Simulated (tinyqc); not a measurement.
Worked calculation: type-II superlattice in the two-band Kane model. Values are carried at full precision from step to step, so a last printed digit may differ when a step is redone from the rounded ones.

Motion along the axis, period d = a + b, c = hbar^2/2m0. Conduction and light-hole bands couple: (E - Ec)(E - Ev) = Ep c k^2 in each layer, with mass m(E) = (E - Ev)/Ep, which may be negative. The conduction envelope psi and psi'/m(E) are continuous; a layer carries them by [[cos kt, (m/k) sin kt], [-(k/m) sin kt, cos kt]] (cosh and sinh for k^2 < 0), and cos(q d) = tr(M_B M_A)/2. C1 is the first miniband above EvB, with its bottom at tr/2 = +1 and its top at -1; the gap is the bottom of C1 less the top heavy-hole level HH1.

Constants: hbar^2/2m0 = 3.80998211 eV angstrom^2; hc = 1239.841984 eV nm.

Parameters, chosen for this exercise (near those of an InAs/GaSb superlattice; shifted at random, so the results belong to these values and not to a real crystal):

| symbol | value | unit | meaning |
|---|---|---|---|
| a | 34 | angstrom | layer A |
| b | 55 | angstrom | layer B |
| EcA | 0 | eV | conduction edge of A |
| EvA | -0.42 | eV | valence edge of A |
| EcB | 0.912 | eV | conduction edge of B |
| EvB | 0.105 | eV | valence edge of B |
| EpA | 14.3 | eV | coupling energy in A |
| EpB | 18.2 | eV | coupling energy in B |
| E | 0.319 | eV | trial energy |
| mhA | 0.34 | m0 | heavy hole in A |
| mhB | 0.28 | m0 | heavy hole in B |

## Wave numbers and masses at one energy

Give k^2 and m(E) in both layers.

Layers:

| layer | k^2 (1/angstrom^2) | m(E) (m0) |
|---|---|---|
| A | 0.0043269 | 0.05168 |
| B | -0.0018301 | 0.01176 |

In B the decay constant is 0.0428 1/angstrom; across the gap of B it peaks at mid-gap, at 0.0485, and vanishes at both edges.

## Transfer matrices

Form M_A, M_B and half the trace of their product.

M_A (angstrom units):
```
          1         2
1  -0.61760   0.61789
2   -1.0011  -0.61760
```

M_B (angstrom units):
```
        1       2
1  5.3055  1.4321
2  18.957  5.3055
```

tr/2 = 1.8631

E lies in a gap of the coupled bands.

## Edges and effective gap

Heavy holes are uncoupled: with e = EvB - E, p = sqrt(mhB e/c), w = sqrt(mhA (EvB - EvA - e)/c), the top level HH1 at q = 0 solves (p/mhB) tan(p b/2) = (w/mhA) tanh(w a/2).

C1 is the first miniband above EvB: bottom at tr/2 = +1, top at -1. The gap is its bottom less HH1; cut-off wavelength hc/gap.

bottom of C1 = 0.3330 eV
top of C1 = 0.3646 eV
HH1 = 0.0744 eV
gap = 0.2585 eV
cut-off = 4.80 micrometre

The bulk edges overlap by 105 meV; confinement lifts the electrons by 333 meV and lowers the holes by 31 meV, which opens the gap. It is 0.62 of the smaller bulk gap.

## Electron mass along the axis

m_z = -2 c f'/d^2 with f = tr/2 differentiated at the bottom of C1 (central difference of 1e-6 eV); compare the bulk edge mass (EcA - EvA)/EpA.

f' = -62.56 1/eV
m_z = 0.0602 m0
bulk edge mass of A = 0.0294 m0

## Checks

- Bottom of C1 from the two-band matrix on a staggered grid of 0.5 angstrom against the transfer matrix, eV: both 0.333.

Run: tinyqc, `OMP_NUM_THREADS=1 python tinyqc.py 1280251 1280252 out.jsonl`; Intel(R) Xeon(R) Processor @ 2.30GHz, one thread, shared host; about 0.08 s of CPU time with all checks.
